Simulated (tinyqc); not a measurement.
# Surface potential of a MOS transistor: implicit equation and explicit approximations: accuracy of the approximations against gate voltage

p-type body, charge-sheet picture, depletion and inversion only, full ionisation (an idealisation for deep acceptors), Boltzmann statistics (rough once Na exp(x - xn) passes about Nc/7). In units of Vt: xg = (Vg - Vfb)/Vt, x = psi/Vt, G = gamma/sqrt(Vt), xn = (2 phiF + Vc)/Vt. The implicit equation is (xg - x)^2 = G^2 [x - 1 + exp(x - xn)] for x above about 3. Cox = eps0 eox/tox.

ni = sqrt(Nc Nv) exp(-Eg/(2 Vt)), Eg in volts; phiF = Vt ln(Na/ni); gamma = sqrt(2 q eps0 eps_r Na)/Cox; VT = Vfb + Vt (xn + G sqrt(xn - 1)). Depletion value a = 1 + [sqrt(G^2/4 + xg - 1) - G/2]^2; inversion value b = xn + ln[(xg - xn)^2/G^2 - xn + 1] and first guess y = min(a, b) - ln(1 + exp(-|a - b|)) if a > xn + 1, else b = y = a; one second-order correction with D = exp(y - xn), p = 2 (xg - y) + G^2 (1 + D), w = (xg - y)^2 - G^2 (y - 1 + D): z = y + 2 w/(p + sqrt(p^2 - 2 (2 - G^2 D) w)), or the Newton step z = y + w/p where the root is not real. N_inv = (Cox Vt G/q) [sqrt(x - 1 + exp(x - xn)) - sqrt(x - 1)] at the root. Lambert form (Cox m Vt/q) W0[(G/(2 m sqrt(xn - 1))) exp((Vg - VT)/(m Vt))], m = 1 + G/(2 sqrt(xn - 1)). Errors under 1e-4 mV, and the linear form below VT, are printed as 0.

Parameters, values chosen for the exercise; band and dielectric values close to those of silicon: temperature T = 350 K; band gap Eg = 1.12 eV; relative permittivity eps_r = 11.8; conduction-band density of states at T Nc = 3.48e19 cm^-3; valence-band density of states at T Nv = 3.33e19 cm^-3; relative permittivity of the gate insulator (close to silicon dioxide) eox = 3.9; insulator thickness tox = 1.8 nm; acceptor density Na = 3.8e16 cm^-3; flat-band voltage Vfb = -0.36 V; channel-body voltage Vc = 0.2 V.

Constants: q = 1.602176634e-19 C, kB = 1.380649e-23 J/K, Vt = kB T/q, eps0 = 8.8541878128e-14 F/cm where lengths are in cm. Results are converted to the units shown.

Results:
```
Vg (V)	psi (V)	x - xn	error of y (mV)	error of z (mV)	N_inv (cm^-2)	Cox (Vg - VT)/q (cm^-2)	Lambert form (cm^-2)
0.21	0.52850	-12.647	0	0	48362	0	34476
0.41	0.72113	-6.2606	1.97e-3	0	2.4394e7	0	2.1372e7
0.81	1.0501	4.6458	35.3	11.7	7.2506e11	2.4534e12	8.4645e11
1.01	1.1048	6.4599	34.3	12.8	2.4458e12	4.8482e12	2.7961e12
1.21	1.1356	7.4807	25.6	7.87	4.4615e12	7.2430e12	4.9762e12
1.41	1.1567	8.1805	20.6	-4.68	6.5966e12	9.6377e12	7.2317e12
1.61	1.1726	8.7095	17.3	-1.88	8.7950e12	1.2032e13	9.5239e12
1.81	1.1854	9.1334	14.9	-1.03	1.1032e13	1.4427e13	1.1838e13
```

Estimate the missing row, Vg = 0.61 V.

Computed row:
```
Vg (V)	psi (V)	x - xn	error of y (mV)	error of z (mV)	N_inv (cm^-2)	Cox (Vg - VT)/q (cm^-2)	Lambert form (cm^-2)
0.61	0.91368	0.12361	1.03	0	1.2660e10	5.8698e10	1.2803e10
```

With this row back in the table: psi rises from 0.528 to 1.19 V and ends 9.1 Vt above 2 phiF + Vc. Among the rows the first guess is off by at most 35 mV (at Vg = 0.81 V) and the corrected value by at most 13 mV. In the last row the linear form is 31 % above N_inv and the Lambert form 7.3 % above it; in the first row the Lambert form is 29 % below it. For Vg = 1.01, 1.21, 1.41, 1.61, 1.81 the electron quasi-Fermi level lies less than 2 Vt below the band edge at the surface, or above it, where degeneracy and confinement, left out, matter.

Computed by the program tinyqc: `OMP_NUM_THREADS=1 python tinyqc.py 2122173 2122174 out.jsonl`, one thread of a shared Intel Xeon 2.30GHz, about 0.01 s for the whole run.
